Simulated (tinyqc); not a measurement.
Inside a calculation. Method: coupled-perturbed Hartree-Fock on RHF in the 6-31g basis, for H3-, spin multiplicity 1. The basis has no diffuse functions, so it cannot describe the extra electron: this is an exercise in the method, not the real anion. One step of it, computed by the program tinyqc.

Problem. Integrals over molecular orbitals. (pq|rs) = sum C_ip C_jq C_kr C_ls (ij|kl), one index at a time.

coefficients C, order 1H 1s, 1H 2s, 2H 1s, 2H 2s, 3H 1s, 3H 2s:
```
[[0.241263, -0.000003, 0.182837, -1.099458, -0.000670, -0.786659],
 [0.329527, 0.000029, 1.403815, 1.126844, 0.000608, 1.174669],
 [0.166858, -0.212339, -0.077641, -0.534528, 0.939833, 0.760528],
 [0.247844, -0.654551, -0.901124, 0.152521, -0.947244, -0.883320],
 [0.166805, 0.212365, -0.077633, -0.533183, -0.940894, 0.760166],
 [0.247765, 0.654640, -0.900952, 0.151148, 0.947790, -0.882921]]
```

core Hamiltonian H = T + V (hartree), order 1H 1s, 1H 2s, 2H 1s, 2H 2s, 3H 1s, 3H 2s:
```
[[-1.129872, -1.055021, -0.326683, -0.586884, -0.326567, -0.586797],
 [-1.055021, -1.214169, -0.549362, -0.838433, -0.549270, -0.838352],
 [-0.326683, -0.549362, -0.953766, -0.939989, -0.023582, -0.185304],
 [-0.586884, -0.838433, -0.939989, -1.066075, -0.185299, -0.428161],
 [-0.326567, -0.549270, -0.023582, -0.185299, -0.953717, -0.939958],
 [-0.586797, -0.838352, -0.185304, -0.428161, -0.939958, -1.066042]]
```

Two-electron integrals (ij|kl) in chemists' order, unique and non-zero (hartree):
```
(11|11) 1.076566   (21|11) 0.578470   (21|21) 0.329423   (22|11) 0.587396
(22|21) 0.361304   (22|22) 0.453150   (31|11) 0.104231   (31|21) 0.062006
(31|22) 0.072498   (31|31) 0.018018   (32|11) 0.168084   (32|21) 0.106623
(32|22) 0.141203   (32|31) 0.034735   (32|32) 0.081816   (33|11) 0.434143
(33|21) 0.282570   (33|22) 0.396088   (33|31) 0.104231   (33|32) 0.278820
(33|33) 1.076566   (41|11) 0.278820   (41|21) 0.160229   (41|22) 0.178286
(41|31) 0.034735   (41|32) 0.061628   (41|33) 0.168084   (41|41) 0.081816
(42|11) 0.343259   (42|21) 0.214054   (42|22) 0.276959   (42|31) 0.052796
(42|32) 0.113516   (42|33) 0.343259   (42|41) 0.113516   (42|42) 0.194185
(43|11) 0.282570   (43|21) 0.182699   (43|22) 0.254009   (43|31) 0.062006
(43|32) 0.160229   (43|33) 0.578470   (43|41) 0.106623   (43|42) 0.214054
(43|43) 0.329423   (44|11) 0.396088   (44|21) 0.254009   (44|22) 0.352072
(44|31) 0.072498   (44|32) 0.178286   (44|33) 0.587396   (44|41) 0.141203
(44|42) 0.276959   (44|43) 0.361304   (44|44) 0.453150   (51|11) 0.104182
(51|21) 0.061978   (51|22) 0.072467   (51|31) 0.010135   (51|32) 0.018013
(51|33) 0.047653   (51|41) 0.028684   (51|42) 0.039932   (51|43) 0.031294
(51|44) 0.046042   (51|51) 0.018003   (52|11) 0.168043   (52|21) 0.106598
(52|22) 0.141174   (52|31) 0.018017   (52|32) 0.034683   (52|33) 0.094429
(52|41) 0.049594   (52|42) 0.077701   (52|43) 0.062089   (52|44) 0.092827
(52|51) 0.034714   (52|52) 0.081791   (53|11) 0.004114   (53|21) 0.002495
(53|22) 0.002994   (53|31) 0.000587   (53|32) 0.001104   (53|33) 0.003040
(53|41) 0.001318   (53|42) 0.001998   (53|43) 0.001938   (53|44) 0.002574
(53|51) 0.000586   (53|52) 0.001104   (53|53) 0.000032   (54|11) 0.050870
(54|21) 0.032022   (54|22) 0.041692   (54|31) 0.005795   (54|32) 0.011165
(54|33) 0.030374   (54|41) 0.015352   (54|42) 0.024125   (54|43) 0.019926
(54|44) 0.029356   (54|51) 0.009996   (54|52) 0.022665   (54|53) 0.000362
(54|54) 0.006611   (55|11) 0.434097   (55|21) 0.282541   (55|22) 0.396059
(55|31) 0.047670   (55|32) 0.094442   (55|33) 0.260027   (55|41) 0.131028
(55|42) 0.215104   (55|43) 0.171161   (55|44) 0.258772   (55|51) 0.104182
(55|52) 0.278774   (55|53) 0.003040   (55|54) 0.074568   (55|55) 1.076566
(61|11) 0.278774   (61|21) 0.160203   (61|22) 0.178257   (61|31) 0.028693
(61|32) 0.049597   (61|33) 0.131018   (61|41) 0.076537   (61|42) 0.102900
(61|43) 0.085215   (61|44) 0.120741   (61|51) 0.034714   (61|52) 0.061606
(61|53) 0.001318   (61|54) 0.018302   (61|55) 0.168043   (61|61) 0.081791
(62|11) 0.343218   (62|21) 0.214029   (62|22) 0.276928   (62|31) 0.039944
(62|32) 0.077708   (62|33) 0.215093   (62|41) 0.102904   (62|42) 0.161600
(62|43) 0.139743   (62|44) 0.201018   (62|51) 0.052769   (62|52) 0.113487
(62|53) 0.001998   (62|54) 0.032634   (62|55) 0.343218   (62|61) 0.113487
(62|62) 0.194148   (63|11) 0.050874   (63|21) 0.032024   (63|22) 0.041694
(63|31) 0.010001   (63|32) 0.022668   (63|33) 0.074568   (63|41) 0.018306
(63|42) 0.032637   (63|43) 0.043522   (63|44) 0.049660   (63|51) 0.005793
(63|52) 0.011164   (63|53) 0.000362   (63|54) 0.003643   (63|55) 0.030374
(63|61) 0.015350   (63|62) 0.024124   (63|63) 0.006611   (64|11) 0.155974
(64|21) 0.097486   (64|22) 0.126803   (64|31) 0.021952   (64|32) 0.045649
(64|33) 0.132960   (64|41) 0.050185   (64|42) 0.084035   (64|43) 0.084502
(64|44) 0.114435   (64|51) 0.021943   (64|52) 0.045643   (64|53) 0.001031
(64|54) 0.014057   (64|55) 0.132960   (64|61) 0.050178   (64|62) 0.084028
(64|63) 0.014057   (64|64) 0.041720   (65|11) 0.282541   (65|21) 0.182682
(65|22) 0.253992   (65|31) 0.031305   (65|32) 0.062097   (65|33) 0.171161
(65|41) 0.085221   (65|42) 0.139750   (65|43) 0.112632   (65|44) 0.169729
(65|51) 0.061978   (65|52) 0.160203   (65|53) 0.001938   (65|54) 0.043522
(65|55) 0.578470   (65|61) 0.106598   (65|62) 0.214029   (65|63) 0.019926
(65|64) 0.084502   (65|65) 0.329423   (66|11) 0.396059   (66|21) 0.253992
(66|22) 0.352055   (66|31) 0.046059   (66|32) 0.092840   (66|33) 0.258772
(66|41) 0.120752   (66|42) 0.201030   (66|43) 0.169729   (66|44) 0.252501
(66|51) 0.072467   (66|52) 0.178257   (66|53) 0.002574   (66|54) 0.049660
(66|55) 0.587396   (66|61) 0.141174   (66|62) 0.276928   (66|63) 0.029356
(66|64) 0.114435   (66|65) 0.361304   (66|66) 0.453150
```

Give: one-electron integrals over orbitals h = C^T H C; Two-electron integrals over orbitals.

Solution.

one-electron integrals over orbitals h = C^T H C (hartree):
```
[[-1.377, 0.000, -0.079, 0.162, 0.000, -0.013],
 [0.000, -1.050, 0.000, 0.000, 0.206, 0.000],
 [-0.079, 0.000, -0.838, 0.067, 0.000, 0.232],
 [0.162, 0.000, 0.067, -0.181, 0.000, -0.024],
 [0.000, 0.206, 0.000, 0.000, -0.101, 0.000],
 [-0.013, 0.000, 0.232, -0.024, 0.000, -0.196]]
```

Two-electron integrals over orbitals (pq|rs), unique and non-zero (hartree):
```
(11|11) 0.470       (21|11) -2.26e-05   (21|21) 0.110       (22|11) 0.391
(22|21) 2.37e-05    (22|22) 0.402       (31|11) 0.054       (31|21) 1.06e-05
(31|22) -0.024      (31|31) 0.080       (32|11) 1.68e-05    (32|21) -0.073
(32|22) -1.97e-05   (32|31) -4.09e-06   (32|32) 0.067       (33|11) 0.385
(33|21) -7.94e-06   (33|22) 0.335       (33|31) 0.044       (33|32) 9.22e-06
(33|33) 0.355       (41|11) -0.086      (41|21) 3.83e-05    (41|22) -0.051
(41|31) -0.026      (41|32) -2.17e-05   (41|33) -0.054      (41|41) 0.067
(42|11) 6.44e-05    (42|21) -0.025      (42|22) 5.26e-05    (42|31) -8.19e-06
(42|32) 0.017       (42|33) 3.15e-05    (42|41) -5.09e-05   (42|42) 0.022
(43|11) -0.036      (43|21) -9.31e-06   (43|22) -2.41e-03   (43|31) -0.021
(43|32) -6.01e-07   (43|33) -0.020      (43|41) 0.035       (43|42) 1.65e-05
(43|43) 0.043       (44|11) 0.456       (44|21) -1.24e-04   (44|22) 0.352
(44|31) 0.086       (44|32) 8.56e-05    (44|33) 0.386       (44|41) -0.101
(44|42) 8.68e-05    (44|43) -0.050      (44|44) 0.494       (51|11) -4.35e-05
(51|21) -0.046      (51|22) -4.66e-05   (51|31) -1.71e-05   (51|32) 0.028
(51|33) -3.16e-05   (51|41) 5.59e-06    (51|42) 0.030       (51|43) 3.62e-05
(51|44) 4.31e-06    (51|51) 0.046       (52|11) -0.082      (52|21) -3.37e-05
(52|22) -0.088      (52|31) 0.014       (52|32) 2.30e-05    (52|33) -0.043
(52|41) 0.039       (52|42) -2.78e-05   (52|43) -0.009      (52|44) -0.066
(52|51) 6.51e-05    (52|52) 0.079       (53|11) -1.70e-05   (53|21) 0.019
(53|22) 1.12e-05    (53|31) -1.21e-05   (53|32) -3.99e-03   (53|33) -6.28e-06
(53|41) 3.75e-05    (53|42) -0.016      (53|43) 1.17e-05    (53|44) -5.43e-05
(53|51) -0.025      (53|52) -3.34e-05   (53|53) 0.022       (54|11) 2.04e-05
(54|21) 0.084       (54|22) -1.54e-05   (54|31) 7.56e-05    (54|32) -0.056
(54|33) 2.80e-05    (54|41) 1.53e-05    (54|42) -0.026      (54|43) -4.70e-05
(54|44) -3.26e-05   (54|51) -0.046      (54|52) -2.95e-06   (54|53) 0.022
(54|54) 0.077       (55|11) 0.396       (55|21) 1.67e-04    (55|22) 0.415
(55|31) -0.031      (55|32) -1.19e-04   (55|33) 0.331       (55|41) -0.066
(55|42) 2.65e-05    (55|43) 0.008       (55|44) 0.363       (55|51) -1.44e-04
(55|52) -0.125      (55|53) 6.18e-05    (55|54) 9.50e-05    (55|55) 0.470
(61|11) -0.010      (61|21) -1.75e-05   (61|22) 0.044       (61|31) -0.048
(61|32) 8.36e-06    (61|33) -0.013      (61|41) 0.018       (61|42) 3.68e-05
(61|43) 0.041       (61|44) -0.040      (61|51) 2.02e-05    (61|52) -0.044
(61|53) 2.11e-05    (61|54) -7.96e-05   (61|55) 0.070       (61|61) 0.066
(62|11) -2.45e-05   (62|21) 0.065       (62|22) 4.19e-06    (62|31) 6.58e-06
(62|32) -0.038      (62|33) -8.62e-06   (62|41) 4.71e-05    (62|42) -0.033
(62|43) -2.16e-05   (62|44) -9.85e-05   (62|51) -0.053      (62|52) -3.26e-05
(62|53) 0.032       (62|54) 0.062       (62|55) 1.12e-04    (62|61) -2.13e-05
(62|62) 0.067       (63|11) -0.098      (63|21) 6.85e-06    (63|22) -0.061
(63|31) -0.029      (63|32) -3.05e-06   (63|33) -0.060      (63|41) 0.056
(63|42) -3.50e-05   (63|43) 0.025       (63|44) -0.108      (63|51) 2.90e-05
(63|52) 0.044       (63|53) 1.55e-05    (63|54) -1.43e-05   (63|55) -0.075
(63|61) 0.009       (63|62) 1.43e-05    (63|63) 0.057       (64|11) 0.046
(64|21) 1.05e-04    (64|22) -0.042      (64|31) 0.087       (64|32) -7.13e-05
(64|33) 0.043       (64|41) -0.038      (64|42) -6.21e-05   (64|43) -0.047
(64|44) 0.100       (64|51) -8.18e-05   (64|52) 0.039       (64|53) -3.49e-06
(64|54) 1.96e-04    (64|55) -0.071      (64|61) -0.081      (64|62) 8.45e-05
(64|63) -0.031      (64|64) 0.130       (65|11) 5.32e-05    (65|21) -0.126
(65|22) -5.76e-05   (65|31) 4.33e-05    (65|32) 0.092       (65|33) 3.49e-05
(65|41) -8.38e-05   (65|42) 0.048       (65|43) -8.57e-06   (65|44) 2.30e-04
(65|51) 0.078       (65|52) 8.73e-05    (65|53) -0.034      (65|54) -0.116
(65|55) -2.85e-04   (65|61) -2.50e-05   (65|62) -0.098      (65|63) -2.78e-05
(65|64) -7.12e-05   (65|65) 0.186       (66|11) 0.459       (66|21) -5.21e-05
(66|22) 0.409       (66|31) 0.030       (66|32) 3.64e-05    (66|33) 0.379
(66|41) -0.110      (66|42) 9.87e-05    (66|43) -0.034      (66|44) 0.461
(66|51) -4.14e-05   (66|52) -0.116      (66|53) -2.26e-05   (66|54) -3.64e-05
(66|55) 0.450       (66|61) 0.013       (66|62) -5.34e-05   (66|63) -0.112
(66|64) 0.020       (66|65) 8.25e-05    (66|66) 0.503
```
